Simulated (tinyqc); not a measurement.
# Estimate of lattice thermal conductivity from elastic moduli (Slack, Klemens and Cahill formulas), step by step

A worked calculation. Computed by tinyqc, a small Python program that keeps every step. Command: `OMP_NUM_THREADS=1 python tinyqc.py 3016552 3016553 out.jsonl slack walk`. One thread of a shared host (Intel(R) Xeon(R) Processor @ 2.30GHz), about 0.01 s of CPU time with the checks. Intermediate numbers are printed to about 7 digits and carried at full precision; extremes and crossings named in words are read from the listed rows.

An isotropic solid.

Inputs (values chosen for the exercise, for a model crystal): bulk modulus B = 92.1 GPa; shear modulus G = 26.1 GPa; volume per atom V = 19.3 angstrom^3; mean atomic mass M = 62.7 u; atoms per primitive cell n = 2; temperature T = 900 K; disorder parameter Gamma = 0.0033; grain size d = 64 nm.

Grueneisen parameter: from the Poisson ratio.

Constants: u = 1.6605390666e-27 kg; hbar = 1.054571817e-34 J s; k_B = 1.380649e-23 J/K; h = 6.62607015e-34 J s.

## Velocities, Poisson ratio and Debye temperature

rho = M/V; vL = sqrt((B + 4G/3)/rho), vT = sqrt(G/rho); v_m = [(vL^-3 + 2 vT^-3)/3]^(-1/3); Poisson ratio sigma = (3B - 2G)/(6B + 2G); Theta = hbar v_m (6 pi^2/V)^(1/3)/k_B.

density rho = 5394.601 kg/m^3

vL = 4850.105 m/s

vT = 2199.584 m/s

v_m = 2479.927 m/s

Poisson ratio sigma = 0.3705357

Debye temperature Theta = 275.2515 K

## Grueneisen parameter

Empirical rule gamma = (3/2) (1 + sigma)/(2 - 3 sigma).

Grueneisen parameter gamma = 2.314070

## Conductivity of the perfect crystal

Slack, an estimate for T near or above Theta_a: kappa = A M Theta_a^3 delta n^(1/3)/(gamma^2 T) in W/(m K), with M in u, delta = V^(1/3) in angstrom, Theta_a = Theta n^(-1/3) and A = 2.43e-6/(1 - 0.514/gamma + 0.228/gamma^2).

acoustic Debye temperature Theta_a = 218.4672 K

A = 2.961760e-06

kappa of the perfect crystal = 1.357823 W/(m K)

## Point defects and grains

High-temperature forms with the classical heat capacity. Klemens: kappa/kappa_0 = arctan(u)/u, u^2 = pi^2 Theta V Gamma kappa_0/(h v_m^2). Grains: 1/kappa_poly = 1/kappa + 1/(C v_m d/3), C = 3 k_B/(n V), the acoustic branches alone.

disorder scale u = 0.2401071

kappa with point defects = 1.332596 W/(m K)

grain-boundary limit = 56.76947 W/(m K)

kappa of the polycrystal = 1.302033 W/(m K)

For small u the loss is about u^2/3 = 0.019. Grains remove a further 2 %.

## Minimum conductivity

Cahill minimum: kappa_min = (pi/6)^(1/3) k_B V^(-2/3) sum over L, T, T of v (T/Theta_i)^2 int_0^(Theta_i/T) x^3 e^x/(e^x - 1)^2 dx, Theta_i = Theta v_i/v_m (64 Gauss-Legendre points). Its high-temperature limit is (1/2) (pi/6)^(1/3) k_B V^(-2/3) (vL + 2 vT).

kappa_min = 0.7086808 W/(m K)

its high-temperature limit = 0.7152462 W/(m K)

kappa_poly/kappa_min = 1.837262

## All estimates against temperature

The formulas are those given above.

Kappa (W/(m K)):
```
T (K)  perfect crystal  with point defects  polycrystal    minimum
200           6.110202            5.651357     5.139703  0.6043579
300           4.073468            3.860341     3.614551  0.6606698
400           3.055101            2.932418     2.788385  0.6833478
550           2.221892            2.155728     2.076863  0.6979656
750           1.629387            1.593299     1.549802  0.7058348
1000          1.222040            1.201539     1.176636  0.7099178
1300          0.940031            0.927816     0.912896  0.7120825
1700          0.718847            0.711665     0.702854  0.7133923
```

The perfect crystal follows 1/T. With point defects the exponent runs from -0.94 to -0.99 (the strong-disorder limit is -1/2), and with grains from -0.87 to -0.97. The polycrystal estimate falls below the minimum from 1700 K on, where it loses its meaning. Rows below Theta_a = 218 K are outside the range of the Slack formula.

Checks made by the program: arctan(u)/u against the Debye integral of 1/(1 + u^2 y^2) (relative difference below 1e-10).
